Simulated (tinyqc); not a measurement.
## Admittance spectroscopy of a deep trap: admittance against temperature

Schottky contact on an n-type layer with shallow donors Nd (all ionised) and a donor-like deep trap, neutral when filled and positive when empty; depletion approximation. Traps within lam of the depletion edge stay filled. The traps at xt = W - lam, where the level crosses the Fermi level, follow a slow signal and not a fast one. w = 2 pi f.

Emission rate en = sn vth(T) Nc(T) exp(-Et/kB T) = sn g T^2 exp(-Et/kB T), g = vth Nc/(300 K)^2, as vth goes as T^0.5 and Nc as T^1.5 (degeneracy factor 1). lam = sqrt(2 eps0 eps_r (EF - ET)/(q Nd)), EF - ET = Et - (kB T/q) ln(Nc(T)/Nd), Nc(T) = Nc (T/300 K)^1.5. In the steady state at the band bending V, 2 eps0 eps_r V/q = Nd W^2 + Nt (W - lam)^2 (the second term only if W > lam). V = Vbi + Vr. C_HF = eps0 eps_r/W, C_LF = eps0 eps_r (Nd + Nt)/(Nd W + Nt xt). Inflection frequency w0 = 2 en [1 + Nt xt/(Nd W)]; C = C_HF + (C_LF - C_HF)/(1 + (w/w0)^2), G/w = (C_LF - C_HF)(w/w0)/(1 + (w/w0)^2).

Inputs (values chosen for the exercise); material values close to those of gallium arsenide:

| symbol | value | unit | meaning |
|---|---|---|---|
| eps_r | 12.8 |  | relative permittivity |
| Nc | 4.37e17 | cm^-3 | conduction-band density of states at 300 K |
| vth | 4.4e7 | cm/s | thermal velocity at 300 K |
| Nd | 2.1e15 | cm^-3 | shallow donor density |
| Vbi | 0.76 | V | built-in voltage |
| Et | 0.45 | eV | depth of the trap below the conduction edge |
| sn | 4e-16 | cm^2 | capture cross-section |
| Nt | 2.3e14 | cm^-3 | trap density |
| Vr | 0 | V | reverse bias |
| f | 48000 | Hz | signal frequency |

Constants: q = 1.602176634e-19 C, kB = 1.380649e-23 J/K, eps0 = 8.8541878128e-14 F/cm where lengths are in cm. Results are converted to the units shown.

Results:

| T (K) | w0/(2 pi) (Hz) | C (nF/cm^2) | G/w (nF/cm^2) |
|---|---|---|---|
| 368 | 2643 | 15.98 | 0.05543 |
| 386 | 5642 | 16.00 | 0.1146 |
| 404 | 1.131e4 | 16.04 | 0.2158 |
| 440 | 3.873e4 | 16.38 | 0.4502 |
| 457 | 6.506e4 | 16.60 | 0.4293 |
| 475 | 1.085e5 | 16.77 | 0.3233 |
| 493 | 1.749e5 | 16.84 | 0.2165 |
| 511 | 2.734e5 | 16.86 | 0.1400 |
| 529 | 4.155e5 | 16.86 | 0.09055 |
| 547 | 6.158e5 | 16.85 | 0.05931 |

Estimate the missing row, T = 422 K.

Computed row:

| T (K) | w0/(2 pi) (Hz) | C (nF/cm^2) | G/w (nF/cm^2) |
|---|---|---|---|
| 422 | 2.144e4 | 16.16 | 0.3517 |

With this row back in the table: G/w goes from 0.0554 through a maximum of 0.450 (at T = 440 K among the rows listed) to 0.0593 nF/cm^2, where w0 passes the signal: w0/(2 pi) rises from 2640 to 6.16e5 Hz. C rises from 16.0 to 16.9 nF/cm^2.

Computed by the program tinyqc: `OMP_NUM_THREADS=1 python tinyqc.py 2050139 2050140 out.jsonl`, one thread of a shared Intel Xeon 2.30GHz, about 0.01 s for the whole run.
